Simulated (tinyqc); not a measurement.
Hall effect and magnetoresistance of several carrier groups with constant relaxation times: one step, computed by the program tinyqc.

Group 1 has charge -e and group 2 charge -e; s_i is that sign. B lies along z; mu B is formed with mu in m^2/(V s).

Problem. Conductivity of each group. sigma_xx = sum n_i e mu_i/(1 + mu_i^2 B^2); sigma_xy = sum s_i n_i e mu_i^2 B/(1 + mu_i^2 B^2).

Inputs (values chosen for the exercise, for a model conductor):
```
quantity,value,unit
density n1,2.1e+18,1/cm^3
mobility mu1,7400,cm^2/(V s)
density n2,4.5e+18,1/cm^3
mobility mu2,470,cm^2/(V s)
magnetic field B,0.13,T
```

Carriers: two electron groups. Densities: per volume.

Constants: e = 1.602176634e-19 C.

Give: Parts (S/cm); sigma_xx; sigma_xy; sigma at B = 0.

Solution.

Parts (S/cm):
```
group,mu B,sigma_xx,sigma_xy
group 1,0.0962,2467,-237.3
group 2,0.00611,338.8,-2.070
```

sigma_xx = 2806 S/cm

sigma_xy = -239.4 S/cm

sigma at B = 0 = 2829 S/cm
